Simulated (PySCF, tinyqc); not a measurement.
Inside a calculation. Method: CID on RHF in the sto-3g basis, for H4, spin multiplicity 1. The lowest restricted solution is unstable here: a spin-polarised one lies 0.0034 hartree lower (PySCF). One step of it, computed by the program tinyqc.

Question. CID: roots. Diagonalise (each vector has its largest component positive (the first on a tie)); all determinants have Ms = 0, so triplets appear too. The lowest singlet root is the correlation energy. The Davidson correction is (1 - c0^2) E_corr, c0 the coefficient of the reference.

Occupation strings over the orbitals (2 doubly, a alpha, b beta, 0 empty; spin orbitals ordered 1a 1b 2a 2b ...): 2200 aabb 2020 abab 2002 abba baab 0220 baba 0202 bbaa

H - E(HF) between determinants (hartree):
```
           2200       aabb       2020       abab       2002       abba       baab       0220
2200   0.000000   0.018978   0.104772   0.092326   0.114584  -0.111304  -0.111304   0.110908
aabb   0.018978   0.803818  -0.092326  -0.104772   0.111304  -0.114584  -0.110908   0.111304
2020   0.104772  -0.092326   0.810189  -0.107427   0.211709   0.199753   0.199753   0.201611
abab   0.092326  -0.104772  -0.107427   0.991646  -0.199753  -0.211709  -0.201611  -0.199753
2002   0.114584   0.111304   0.211709  -0.199753   1.111751   0.088449   0.088449   0.000000
abba  -0.111304  -0.114584   0.199753  -0.211709   0.088449   1.014526   0.000000   0.088449
baab  -0.111304  -0.110908   0.199753  -0.201611   0.088449   0.000000   1.014526   0.088449
0220   0.110908   0.111304   0.201611  -0.199753   0.000000   0.088449   0.088449   0.952250
baba   0.092326  -0.097840  -0.107427   0.000000  -0.199753  -0.201611  -0.211709  -0.199753
0202   0.097840  -0.092326   0.000000  -0.107427   0.201611   0.199753   0.199753   0.211709
bbaa   0.018978   0.000000  -0.092326  -0.097840   0.111304  -0.110908  -0.114584   0.111304

           baba       0202       bbaa
2200   0.092326   0.097840   0.018978
aabb  -0.097840  -0.092326   0.000000
2020  -0.107427   0.000000  -0.092326
abab   0.000000  -0.107427  -0.097840
2002  -0.199753   0.201611   0.111304
abba  -0.201611   0.199753  -0.110908
baab  -0.211709   0.199753  -0.114584
0220  -0.199753   0.211709   0.111304
baba   0.991646  -0.107427  -0.104772
0202  -0.107427   1.182665  -0.092326
bbaa  -0.104772  -0.092326   0.803818
```

Give: lowest roots of this matrix, relative to E(HF); lowest vectors; <S^2> of these roots; weight of the ground state by excitation level 0, 1, 2, ...; Davidson correction.

Answer.

lowest roots of this matrix, relative to E(HF) (hartree): -0.0963  0.3748  0.3757  0.8035  0.8454  0.9882  1.0183  1.0334

lowest vectors:
```
       root 1   root 2  root 3   root 4
2200   0.9507   0.0340  0.0000   0.0000
aabb  -0.0125   0.2706  0.4082   0.7065
2020  -0.1390   0.5698  0.0000   0.0000
abab  -0.1010  -0.1300  0.4082   0.0268
2002  -0.0980  -0.3719  0.0000   0.0000
abba   0.1135  -0.1406  0.4082   0.0136
baab   0.1135  -0.1406  0.4082  -0.0136
0220  -0.1100  -0.4698  0.0000   0.0000
baba  -0.1010  -0.1300  0.4082  -0.0268
0202  -0.0933   0.3086  0.0000   0.0000
bbaa  -0.0125   0.2706  0.4082  -0.7065
```

<S^2> of these roots: 0.0000  0.0000  6.0000  2.0000  0.0000  2.0000  2.0000  0.0000

weight of the ground state by excitation level 0, 1, 2, ...: 0.9038  0.0000  0.0962

Davidson correction = -0.009260 hartree
